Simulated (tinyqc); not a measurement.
Worked calculation: optical transitions of a finite quantum well. Values are carried at full precision from step to step, so a last printed digit may differ when a step is redone from the rounded ones.

Each carrier sees a square well of width L with its own depth V and masses m (inside), mb (outside); c = hbar^2/2m0, k = sqrt(m E/c), kappa = sqrt(mb (V - E)/c), and level n solves k L + 2 atan[(k/m)/(kappa/mb)] = n pi. The envelope is cos(kz) for odd n and sin(kz) for even n inside, joins exp(-kappa (|z| - L/2)) outside, and is normalised to 1. Excitons and band mixing are left out.

Constants: hbar^2/2m0 = 3.80998211 eV angstrom^2; hc = 1239.841984 eV nm; fine-structure constant alpha = 0.007297352564.

Inputs chosen for the exercise (near those of a GaAs well in AlGaAs; not measured data):
```
symbol  value   unit         meaning
L       87      angstrom     well width
Eg      1.533   eV           gap of the well
Vc      0.292   eV           conduction offset
Vv      0.152   eV           valence offset
me      0.0654  m0           electron, well
meb     0.0969  m0           electron, barrier
mh      0.348   m0           heavy hole along z, well
mhb     0.411   m0           heavy hole, barrier
ml      0.0914  m0           light hole along z, well
mlb     0.1057  m0           light hole, barrier
Ns      0.39    x 1e12/cm^2  electrons in e1
n_r     3.3                  refractive index
G       3       meV          half width of the line
```

## Confinement energies

Up to three levels for each carrier.

Levels:
```
level  E (eV)  k (1/angstrom)  kappa (1/angstrom)
e1     0.0390         0.02587             0.08022
e2     0.1536         0.05134             0.05934
hh1    0.0097         0.02976             0.12390
hh2    0.0384         0.05926             0.11068
hh3    0.0848         0.08800             0.08515
lh1    0.0270         0.02545             0.05889
lh2    0.1018         0.04941             0.03733
```

## Interband transitions

From e1 and e2 to each hole level: E = Eg + E_e + E_h, wavelength hc/E, squared overlap of the envelopes, and the strength |<S|p|v>|^2 in units of P^2 at the subband edge: overlap^2 times 1/2 (hh) or 1/6 (lh) for light polarised in the plane (TE), times 0 (hh) or 2/3 (lh) along z (TM).

Transitions:
```
pair    E (eV)  wavelength (nm)  overlap^2      TE      TM
e1-hh1  1.5817            783.9     0.9852  0.4926  0.0000
e1-lh1  1.5990            775.4     0.9974  0.1662  0.6649
e1-hh2  1.6104            769.9     0.0000  0.0000  0.0000
e1-hh3  1.6568            748.4     0.0096  0.0048  0.0000
e1-lh2  1.6738            740.8     0.0000  0.0000  0.0000
e2-hh1  1.6962            730.9     0.0000  0.0000  0.0000
e2-lh1  1.7136            723.5     0.0000  0.0000  0.0000
e2-hh2  1.7250            718.8     0.9405  0.4703  0.0000
e2-hh3  1.7713            699.9     0.0000  0.0000  0.0000
e2-lh2  1.7883            693.3     0.9745  0.1624  0.6497
```

The edge is e1-hh1 at 784 nm. Pairs of opposite parity vanish exactly; e1-hh3 is allowed by parity and reaches 0.0096, only because the two envelopes leak differently into the barriers.

## Intersubband transitions from e1

z_1j = <1|z|j>; 1/m1 = <1|1/m|1>; f_1j = (m1/c)(E_j - E_1) z_1j^2, which sums to 1 over all bound and continuum states.

Transitions:
```
pair  E (meV)  wavelength (micrometre)  |z| (angstrom)       f
1-2     114.6                    10.82           22.18  0.9794
```

m1 = 0.0662 m0
sum of f over bound states = 0.9794

The continuum carries the remaining 0.0206. With hard walls z_12 = 16 L/(9 pi^2) = 15.67 angstrom and f_12 = 256/(27 pi^2) = 0.9607.

## Absorption of one well

For light polarised along z (a real waveguide or Brewster geometry adds an angle factor), with all electrons in e1 and none in e2, the peak fractional absorption is 4 pi alpha Ns c f_12/(n_r m1 G) and the area under the Lorentzian line is pi G times that, c = hbar^2/2m0; 1e12/cm^2 = 1e-4/angstrom^2. EF - E1 = 2 pi c Ns/m1 at zero temperature.

peak absorption = 2.036 %
area = 19.19 % meV
EF - E1 = 14.1 meV

EF lies below e2, as assumed.

## Checks

- Sum of f over all levels of a difference grid (60 cells across the well) against 1: 0.999 against 1.000.
- The strength f_12 on that grid against the matched envelopes: both 0.979.

Computed by tinyqc, a small Python program: `OMP_NUM_THREADS=1 python tinyqc.py 1252338 1252339 out.jsonl` (the numbers bound the seed that draws the inputs); one thread of a shared host (Intel(R) Xeon(R) Processor @ 2.30GHz), about 0.07 s for the whole set of steps.
